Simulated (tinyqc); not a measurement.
Read current of a NAND string, cells in series solved by shooting: course of the secant iteration.

Cells in series, numbered from 0 at the source line (0 V) to the bit line, each followed by a gap resistance Rg. A cell with gate Vg, threshold VT, source Vs and drain Vd passes I = 2 nf K Vt^2 [F(Vs) - F(Vd)]/(1 + th max(Vg - VT, 0)), F(V) = ln^2(1 + exp((Vg - VT - nf V)/(2 nf Vt))). The selected cell has Vg = Vr, the others Vg = Vp.

For a trial current I start at 0 V and, cell by cell (the selected one is cell 0), solve for the drain: sqrt(F(Vd)) = sqrt(F(Vs) - I/k), k = 2 nf K Vt^2/(1 + th max(Vg - VT, 0)), Vd = [Vg - VT - 2 nf Vt ln(exp(sqrt F) - 1)]/nf, then add I Rg.

Secant steps on the end voltage less Vbl, from the two trials; a trial above the saturation current of a cell has no solution and is moved halfway to the previous trial. Stop below 1e-9 V.

Values chosen for this exercise; values of the order met in vertical NAND strings:
- T = 358 K (temperature)
- K = 3.7 uA/V^2 (gain factor of a cell)
- nf = 1.9 (slope factor)
- th = 0.03 1/V (mobility reduction factor)
- Rg = 1.3 kohm (resistance of the gap between cells)
- Vbl = 0.4 V (bit-line voltage)
- Vp = 6 V (pass voltage)
- Vr = 2.97 V (read voltage on the selected word line)

Constants: q = 1.602176634e-19 C, kB = 1.380649e-23 J/K, Vt = kB T/q. Results are converted to the units shown.

| cell | thresholds from the source end (V) |
|---|---|
| 0 | 2.1 |
| 1 | -1.1 |
| 2 | -1.1 |
| 3 | -1.1 |
| 4 | -1.1 |
| 5 | -1.1 |

first trial current = 0.36 uA
second trial current = 0.5 uA

Course of the iteration:

| iteration | I (uA) | end voltage - Vbl (V) | halvings |
|---|---|---|---|
| 1 | 0.583039 | 0.0142 | 0 |
| 2 | 0.568187 | -1.27e-3 | 0 |
| 3 | 0.569410 | -2.62e-5 | 0 |
| 4 | 0.569436 | 4.77e-8 | 0 |
| 5 | 0.569436 | -1.79e-12 | 0 |

Did this iteration meet its convergence test, and what does its course show?

Yes. Converged in 5 iterations to I = 0.56944 uA. The selected cell takes 62.9 % of the bit-line voltage and the gaps together 1.11 %.

Numbers from tinyqc (`OMP_NUM_THREADS=1 python tinyqc.py 2142005 2142006 out.jsonl`; about 0.4 s on one thread of a shared Intel Xeon 2.30GHz).
